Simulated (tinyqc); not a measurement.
Sublattice potential against complex hopping: Haldane model. Computed by the program tinyqc. H_AA = delta - 2 t2 sum cos(k.b + phi), H_BB = -delta - 2 t2 sum cos(k.b - phi), H_AB = -t1 (1 + exp(-i k.a1) + exp(-i k.a2)), b = a1, a2 - a1, -a2, m = 3 sqrt3 t2 sin(phi); the sign of the Chern number follows the orientation k1 then k2.

Honeycomb lattice:

| parameter | value |
|---|---|
| t1 (eV) | 2.380000 |
| t2 (eV) | 0.230000 |
| phi (rad) | 1.300000 |

Gaps at the two valleys (eV) and Chern number of the lower band (12 x 12 mesh):

| delta | gap 2\|delta - m\| | gap 2\|delta + m\| | Chern number |
|---|---|---|---|
| -2.0730 | 6.4491 | 1.8429 | 0 |
| -1.4970 | 5.2971 | 0.6909 | 0 |
| -0.6910 | 3.6851 | 0.9211 | -1 |
| 0.0000 | 2.3031 | 2.3031 | -1 |
| 0.4610 | 1.3811 | 3.2251 | -1 |
| 0.8640 | 0.5751 | 4.0311 | -1 |
| 1.4390 | 0.5749 | 5.1811 | 0 |
| 2.3030 | 2.3029 | 6.9091 | 0 |

What does the comparison show, and why?

Here |m| = 1.1516 eV. For |delta| < |m| the two valleys have masses of opposite sign and the Chern number is +/-1; one gap closes at |delta| = |m|, and beyond it the band is trivial.
